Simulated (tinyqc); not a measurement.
Tilting the field: Landau levels of a parabolic two-dimensional band.

In a field B along z: l = 1/sqrt((e/hbar) B) is the magnetic length, n_B = B/(h/e) the number of states per area in one level, hbar wc = 2 muB B/m for mass m in m0; 1/angstrom^2 = 1e16/cm^2.

Constants: muB = 5.788381798e-05 eV/T.

Parameters, chosen for this exercise (near those of a two-dimensional electron gas in Si; the results hold for these values, not for the real material):
- m = 0.1889 m0 (mass)
- gs = 2.11 (g factor)
- tilt = (0, 30, 50, 60, 68, 74, 80) degrees (tilt angles)
- Bp = 2.4 T (perpendicular component, kept fixed)

The cyclotron gap follows Bp, the Zeeman gap the total field Bp/cos(theta): i = |gs| muB B/(hbar wc) = |gs| m/(2 cos theta). With f the fractional part of i the gaps alternate between f and 1 - f of hbar wc. The layer is taken as strictly two-dimensional and valley splitting is left out.

Gaps:
```
theta (degrees),B total (T),i,f hbar wc (meV),(1 - f) hbar wc (meV)
0,2.40,0.199,0.293,1.178
30,2.77,0.230,0.338,1.132
50,3.73,0.310,0.456,1.015
60,4.80,0.399,0.586,0.885
74,8.71,0.723,1.063,0.407
80,13.82,1.148,0.217,1.254
```

Give the missing row, theta (degrees) = 68.

Computed row:
```
theta (degrees)  B total (T)      i  f hbar wc (meV)  (1 - f) hbar wc (meV)
68                      6.41  0.532            0.782                  0.688
```

i = 1/2 (equal gaps) falls at theta = 66.5 degrees. i = 1 (levels of opposite spin coincide) falls at theta = 78.5 degrees. Over the table i grows from 0.199 to 1.148.

Program tinyqc; command `OMP_NUM_THREADS=1 python tinyqc.py 1252211 1252212 out.jsonl`; about 0.01 s on one thread of a shared Intel(R) Xeon(R) Processor @ 2.30GHz.
